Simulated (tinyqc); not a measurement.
Which face: thin-body film or fin with hard walls, valleys of the Si type.

Six ellipsoidal valleys with their long axes along the cube axes, mass ml along the axis and mt across it. For a valley whose axis makes the angle theta with the surface normal, 1/m_z = cos^2(theta)/ml + sin^2(theta)/mt sets the confinement; in the plane the masses are m_1 = mt and m_2 = ml mt/m_z, and m_d = sqrt(m_1 m_2).

A film of thickness t between hard walls, flat band inside: E_n = c (n pi/t)^2/m_z above the bulk edge, c = hbar^2/2m0. Without degeneracy the sheet density is N2 exp((EF - Ec)/kB T) with N2 = sum_i g m_d/(2 pi c) kB T exp(-E_i/kB T) over n = 1 to 40 of each group; a classical film has t Nc with Nc = 2 g_all (m_dos kB T/(4 pi c))^(3/2), m_dos = (ml mt^2)^(1/3). The threshold shift is dVt = kB T ln(t Nc/N2).

Constants: hbar^2/2m0 = 3.80998211 eV angstrom^2; kB = 8.617333262e-05 eV/K.

Parameters, chosen for this exercise (near those of Si; shifted at random, so the results belong to these values and not to a real crystal): ml = 0.931 m0 (longitudinal mass); mt = 0.187 m0 (transverse mass); T = 300 K (temperature); t = 78 angstrom (body thickness); g_all = 6 (number of valleys).

The same thickness on four faces; m_1 and m_2 are the in-plane masses of the lowest group.

Results:

| face | valleys of lowest | m_z | E1 (eV) | share (%) | dVt (mV) | m_1 | m_2 |
|---|---|---|---|---|---|---|---|
| (100) | 2 | 0.9310 | 0.0066 | 49.6 | 19.0 | 0.187 | 0.187 |
| (110) | 4 | 0.3114 | 0.0198 | 73.6 | 20.2 | 0.187 | 0.559 |
| (111) | 6 | 0.2549 | 0.0242 | 100.0 | 20.4 | 0.187 | 0.683 |
| (211) | 2 | 0.4002 | 0.0154 | 41.0 | 20.1 | 0.187 | 0.435 |

What can be read from this table?

The threshold shift is smallest on (100) (19.0 mV) and largest on (111) (20.4 mV). The lowest E1 belongs to (100), the same face: the heavy m_z outweighs the smaller number of valleys. Since m_z m_1 m_2 = ml mt^2 on every face, a heavy confinement mass comes with light masses in the plane.

Program tinyqc; command `OMP_NUM_THREADS=1 python tinyqc.py 1250687 1250688 out.jsonl`; about 0.01 s on one thread of a shared Intel(R) Xeon(R) Processor @ 2.30GHz.
